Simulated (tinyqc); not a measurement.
Size effects in the resistivity of thin metal films and interconnect lines. Changing the aspect ratio (height over width). Computed by tinyqc, a small Python program. Command: `OMP_NUM_THREADS=1 python tinyqc.py 3030960 3030961 out.jsonl size sweep`. One thread of a shared host (Intel(R) Xeon(R) Processor @ 2.30GHz), about 0.01 s of CPU time with the checks.

Electrons lose their drift at surfaces (a share 1 - p of the hits) and at grain boundaries (reflection R), besides bulk scattering. The line sits in a trench with a non-conducting liner on both walls and the bottom; the spacing equals the drawn width.

Inputs (values chosen for the exercise, modelled on molybdenum):
```
quantity                          value         unit
bulk resistivity rho_b             5.29  microohm cm
bulk mean free path lambda         11.3           nm
specularity p                         0            -
grain-boundary reflection R        0.59            -
drawn line width w                   89           nm
grain size over metal width           3            -
liner thickness t                   2.4           nm
line length                          17   micrometre
permittivity of the dielectric k      4            -
```

Geometry: line.

Constants: eps_0 = 8.8541878128e-12 F/m.

Method:
- Metal width w_m = w - 2t, height h_m = (aspect ratio) w - t, grain size D = (ratio) w_m.
- Mayadas-Shatzkes: alpha = (lambda/D) R/(1 - R); rho_b/rho = 1 - 3 alpha/2 + 3 alpha^2 - 3 alpha^3 ln(1 + 1/alpha).
- Fuchs-Sondheimer film: rho_b/rho = 1 - (3/(2 kappa))(1 - p) int_0^1 (s - s^3)(1 - exp(-kappa/s))/(1 - p exp(-kappa/s)) ds, f = rho/rho_b, kappa = thickness/lambda, 80 Gauss-Legendre points.
- Line: the excess of a film of thickness w_m and of a film of thickness h_m are added, rho/rho_b = 1 + (f(w_m) - 1) + (f(h_m) - 1), an estimate that holds best when both sides exceed lambda.
- Total: rho = rho_b [1 + surface excess + grain excess]; resistance per length rho/(w_m h_m); capacitance per length C = 2 k eps_0 (aspect ratio + 1/2), a parallel-plate estimate for two neighbours plus a fixed term for the planes above and below; delay 0.38 R C L^2; effective resistivity per drawn area.

One run for each value; columns: (1) aspect ratio (height over width); (2) RC delay (ps); (3) resistance per length (ohm/micrometre); (4) capacitance per length (fF/micrometre):
```
(1)     (2)    (3)     (4)
0.6  0.1305  15.25  0.0779
1.1  0.0978   7.85  0.1133
1.7  0.0850   4.97  0.1558
2.2  0.0798   3.80  0.1913
2.8  0.0761   2.97  0.2338
3.4  0.0738   2.43  0.2763
3.9  0.0724   2.11  0.3117
4.5  0.0711   1.83  0.3542
5.0  0.0703   1.64  0.3896
```

Over the rows, RC delay (ps) falls from 0.131 to 0.0703 (exponent d ln y / d ln x -0.48 between the first rows and -0.11 between the last); resistance per length (ohm/micrometre) falls from 15.3 to 1.64 (exponent d ln y / d ln x -1.1 between the first rows and -1.0 between the last); capacitance per length (fF/micrometre) rises from 0.0779 to 0.390 (exponent d ln y / d ln x 0.62 between the first rows and 0.90 between the last). Taller lines lower R as 1/height but raise the side-wall capacitance, so the delay gains less and less.

Extremes, crossings and ranges named in words are read from the listed rows.
